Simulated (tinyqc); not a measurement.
Schottky diode by thermionic emission with image-force lowering and series resistance: two steps of the calculation.

Metal on an n-type semiconductor with one parabolic valley; V > 0 is forward bias (metal positive). I = I0 [exp(Vj/(n Vt)) - 1] with Vj = V - I Rs; I0 = S A* T^2 exp(-(phi - dphi)/Vt), the lowering dphi taken at zero bias.

Inputs (values chosen for the exercise); band and dielectric values close to those of silicon:
- T = 350 K (temperature)
- n = 1.13 (ideality factor)
- Rs = 52 ohm (series resistance)
- V = 0.82 V (applied bias)

Constants: q = 1.602176634e-19 C, kB = 1.380649e-23 J/K, Vt = kB T/q. Results are converted to the units shown.

Problem 1. Junction voltage. Fixed-point step: I = (V - Vj)/Rs, then Vj(new) = n Vt ln(1 + I/I0).

I0 = 2.7213548e-7 A
Vj after iteration 1 = 0.35692258 V

Wanted: Vj after iteration 2.

Solution 1.

Vj after iteration 2 = 0.35431 V

Problem 2. Current and small-signal resistance. I = I0 [exp(Vj/(n Vt)) - 1], dV/dI = Rs + n Vt/(I + I0).

I0 = 2.7213548e-7 A
converged Vj = 0.35448692 V

Find: I; drop over Rs; dV/dI.

Solution 2.

I = 8.952 mA
drop over Rs = 0.4655 V
dV/dI = 55.81 ohm

Range of the model: One isotropic valley is assumed; bands with several valleys have a larger Richardson constant and Nc.

Computed by the program tinyqc: `OMP_NUM_THREADS=1 python tinyqc.py 2640129 2640130 out.jsonl`, one thread of a shared Intel Xeon 2.30GHz, about 0.01 s for the whole run.
